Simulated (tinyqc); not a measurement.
Cahn-Hilliard equation on a periodic one-dimensional grid: one step, computed by the program tinyqc.

Free energy F = h sum_j [A (c_j^2 - 1)^2/4 + (kappa/2) ((c_(j+1) - c_j)/h)^2]; dc/dt = Lap(mu), mu = A (c^3 - c) - kappa Lap(c), Lap(y)_j = (y_(j+1) - 2 y_j + y_(j-1))/h^2, mobility 1; the grid has n = 12 points.

Question. Linear stability. f'' = A (3 c0^2 - 1). Mode m has lambda_m = (4/h^2) sin^2(pi m/n) and the rate w_m = -lambda_m (f'' + kappa lambda_m). In the continuum the fastest wavelength is 2 pi sqrt(2 kappa/|f''|) with the rate f''^2/(4 kappa). Explicit steps near c = +-1, where f'' = 2A, are stable for dt < 2/(16 kappa/h^4 + 8 A/h^2).

Inputs (values chosen for the exercise, in reduced units): spacing h = 1.1; well depth A = 1.2; gradient coefficient kappa = 1.2; mean composition c0 = 0.093.

Give: f''; Modes of the grid; fastest wavelength; largest rate; explicit limit of dt.

Answer.

f'' = -1.169

Modes of the grid:
```
m  lambda_m     w_m
1     0.221   0.200
2     0.826   0.146
3     1.653  -1.346
4     2.479  -4.479
5     3.084  -7.811
6     3.306  -9.250
```

fastest wavelength = 9.003

largest rate = 0.2846

explicit limit of dt = 0.09502
